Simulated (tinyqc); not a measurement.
What an interlayer buys: scattering of inversion-layer electrons by surface optical phonons of the gate insulator (remote phonon scattering). Computed by tinyqc, a small Python program. Command: `OMP_NUM_THREADS=1 python tinyqc.py 3110014 3110015 out.jsonl sophonon walk`. One thread of a shared host (Intel(R) Xeon(R) Processor @ 2.30GHz), about 0.01 s of CPU time with the checks.

One subband with the Fang-Howard envelope; insulator and channel are half-spaces, the gate is far away, and an interlayer only moves the polar surface away by t (its own modes and its permittivity contrast are left out).

Inputs (values chosen for the exercise, modelled on AlN on silicon):
```
quantity                                   value        unit
static constant of the insulator eps_0s     9.26           -
intermediate constant eps_i                 7.46           -
optical constant eps_inf                     4.8           -
hbar omega_TO1                              83.2         meV
hbar omega_TO2                                90         meV
constant of the channel eps_s               11.7           -
in-plane mass m                            0.187         m_0
valleys g_v                                    2           -
sheet density n                          4.8e+12      1/cm^2
mean distance of the electrons z0 = 3/b      1.3          nm
interlayer thickness t                         0          nm
temperature T                                250           K
mobility from other processes                320  cm^2/(V s)
```

Screening by the channel electrons: none.

Constants: k_B = 8.617333262e-05 eV/K; hbar^2/(2 m_0) = 3.80998212 eV angstrom^2; e^2/(4 pi eps_0) = 14.39964548 eV angstrom; hbar = 6.582119569e-16 eV s; e = 1.602176634e-19 C; m_0 = 9.1093837015e-31 kg.

Method:
- eps(w) = eps_inf + (eps_0s - eps_i) w1^2/(w1^2 - w^2) + (eps_i - eps_inf) w2^2/(w2^2 - w^2). Surface modes solve eps(w) + eps_s = 0, a quadratic in w^2; the strength of a mode is g = 2/(w d eps/dw).
- Occupation N = 1/(exp(hbar w/(k_B T)) - 1).
- Density of states D = g_v m/(pi hbar^2); eta = E_F/(k_B T) = ln(exp(n/(D k_B T)) - 1); screening wave number q_s = e^2 D/(2 eps_0 eps_avg) x 1/(1 + exp(-eta)), eps_avg = (eps_s + eps_inf)/2; b = 3/z0.
- For a mode of strength g, without the occupation factor, Area x |M(q)|^2 = e^2 hbar w g/(2 eps_0 q) x (b/(b + q))^6 exp(-2 q t).
- Approximate momentum relaxation rate, taking tau v alike in the initial and final states: 1/tau = (m/(2 pi hbar^3)) sum over modes and over absorption (N, E' = E + hbar w) and emission (N + 1, E' = E - hbar w > 0) of [(1 - f(E'))/(1 - f(E))] int_0^(2 pi) Area |M(q)|^2 (1 - cos theta) d theta, q^2 = k^2 + k'^2 - 2 k k' cos theta, f the Fermi function; 48 midpoints in theta from 0 to pi.
- mu = (e/m) int tau E f (1 - f) dE/(k_B T int f dE), by 300 midpoints from 0 to (max(eta, 0) + 14) k_B T; Matthiessen sum with the other processes.

hbar omega_SO (meV): 1 85.0011, 2 99.2876

strengths g: 1 0.0008444, 2 0.0120518

occupations N: 1 0.0197213, 2 0.0100647

b = 2.30769 1/nm

q_s = 1.30174 1/nm

eta = 1.15138

Against the interlayer thickness:
```
t (nm)  remote-phonon mobility (cm^2/(V s))  total (cm^2/(V s))
0.0                              1.2966e+05              319.21
0.3                              2.3001e+05              319.56
0.6                              3.9404e+05              319.74
1.0                              7.6529e+05              319.87
1.5                              1.6219e+06              319.94
2.0                              3.2001e+06              319.97
3.0                              1.0735e+07              319.99
```

1 nm of interlayer raises the remote-phonon mobility by a factor 5.90, as exp(2 q t) with an effective q of 0.89 per nm; between 2 and 3 nm the effective q is 0.61. The total goes from 319 to 320 over the first nanometre.

Extremes, crossings and ranges named in words are read from the listed rows.
